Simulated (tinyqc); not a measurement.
Inside a calculation. Model: punch-through p+-n junction, ionisation integral and breakdown.

Numbers from tinyqc (`OMP_NUM_THREADS=1 python tinyqc.py 2120113 2120114 out.jsonl`; about 0.06 s on one thread of a shared Intel Xeon 2.30GHz). Printed values are rounded.

A p+ layer at x < 0 and an n drift layer from x = 0 to L on an n+ substrate. Depletion approximation, built-in voltage neglected. Local ionisation coefficients alpha_n = an exp(-(bn/E)^mx), alpha_p = ap exp(-(bp/E)^mx). Electrons move towards +x, holes towards x = 0.

Parameters, values chosen for the exercise; material values close to those of gallium arsenide: relative permittivity eps_r = 12.9; prefactor of the electron ionisation coefficient an = 3.06e5 1/cm; field constant for electrons bn = 6.46e5 V/cm; prefactor of the hole ionisation coefficient ap = 2.14e5 1/cm; field constant for holes bp = 6.61e5 V/cm; exponent mx = 1.6; donor density of the drift layer N = 5e16 cm^-3; thickness of the drift layer L = 0.44 um; reverse voltage V = 10 V; share of the depleted width that the grid covers fr = 1.

Constants: q = 1.602176634e-19 C, eps0 = 8.8541878128e-14 F/cm where lengths are in cm. Results are converted to the units shown.

Range of the model: Breakdown comes at under 36 V, so the built-in voltage left out is a few per cent of it or more. The depleted width at breakdown is under 0.5 um, where dead space and tunnelling make the local model unreliable.

## Field and ionisation coefficients on a grid

W = sqrt(2 eps0 eps_r V/(q N)), peak field E0 = q N W/(eps0 eps_r), falling linearly to 0 at W; if W > L the layer is punched through: W = L, E0 = V/L + q N L/(2 eps0 eps_r), falling linearly to E1 = V/L - q N L/(2 eps0 eps_r). Grid: 10 equal steps from 0 to fr W.

W = 0.44 um

| point | x (um) | E (kV/cm) | alpha_n (1/cm) | alpha_p (1/cm) |
|---|---|---|---|---|
| 0 | 0.000000 | 381.572 | 30013.7 | 19243.7 |
| 1 | 0.044000 | 350.712 | 21460.7 | 13588.3 |
| 2 | 0.088000 | 319.852 | 14073.3 | 8771.22 |
| 3 | 0.132000 | 288.993 | 8178.79 | 4994.99 |
| 4 | 0.176000 | 258.133 | 3991.82 | 2373.36 |
| 5 | 0.220000 | 227.273 | 1497.46 | 858.259 |
| 6 | 0.264000 | 196.413 | 369.595 | 201.028 |
| 7 | 0.308000 | 165.553 | 44.6589 | 22.4442 |
| 8 | 0.352000 | 134.693 | 1.41209 | 0.623652 |
| 9 | 0.396000 | 103.833 | 0.00247975 | 8.63785e-4 |
| 10 | 0.440000 | 72.9732 | 1.81685e-9 | 3.73084e-10 |

## Ionisation integrals by the trapezoid rule

G(x) = integral from 0 to x of (alpha_n - alpha_p); I_n = integral of alpha_n exp(-G) (electrons injected at x = 0), I_p = integral of alpha_p exp(G(end) - G) (holes injected at the far edge); M = 1/(1 - I). All integrals by the trapezoid rule on the grid.

| point | G | alpha_n exp(-G) (1e4 1/cm) |
|---|---|---|
| 0 | 0.000000 | 3.00137 |
| 1 | 0.041014 | 2.05984 |
| 2 | 0.069998 | 1.31219 |
| 3 | 0.088667 | 0.74848 |
| 4 | 0.099232 | 0.36147 |
| 5 | 0.104199 | 0.13493 |
| 6 | 0.105976 | 0.03324 |
| 7 | 0.106395 | 0.00402 |
| 8 | 0.106446 | 0.00013 |
| 9 | 0.106448 | 0.00000 |
| 10 | 0.106448 | 0.00000 |

I_n = 0.270819
I_p = 0.188611
M_n = 1.37140
M_p = 1.23245

A grid of 1500 steps over the whole width gives I_n = 0.2670 and I_p = 0.1856; the coarse I_n is 1.4 % above and the coarse I_p 1.6 % above those values. Electrons multiply more: on this coarse grid M - 1 is 1.60 times as large for them.

## Breakdown voltage by secant steps

G(x) = integral from 0 to x of (alpha_n - alpha_p); I_n = integral of alpha_n exp(-G) (electrons injected at x = 0), I_p = integral of alpha_p exp(G(end) - G) (holes injected at the far edge); M = 1/(1 - I). Secant steps on ln I_n(V) = 0 with the integrals on a fine grid (1500 steps), from the points V = 11.8 and 14 V; stop when the step is below 1e-7 of V.

Course of the iteration:

| step | V (V) | I_n | change of V (V) |
|---|---|---|---|
| 1 | 14 | 0.737636 | 1.36 |
| 2 | 15.3624 | 0.938585 | 0.358 |
| 3 | 15.7208 | 0.993222 | 0.0431 |
| 4 | 15.7639 | 0.999822 | 1.16e-3 |
| 5 | 15.7650 | 0.999999 | 3.41e-6 |
| 6 | 15.7650 | 1.00000 | 2.63e-10 |

Breakdown at 15.765 V, with a peak field of 512.6 kV/cm and W = 0.4400 um. The integral for holes reaches 1 at the same voltage.
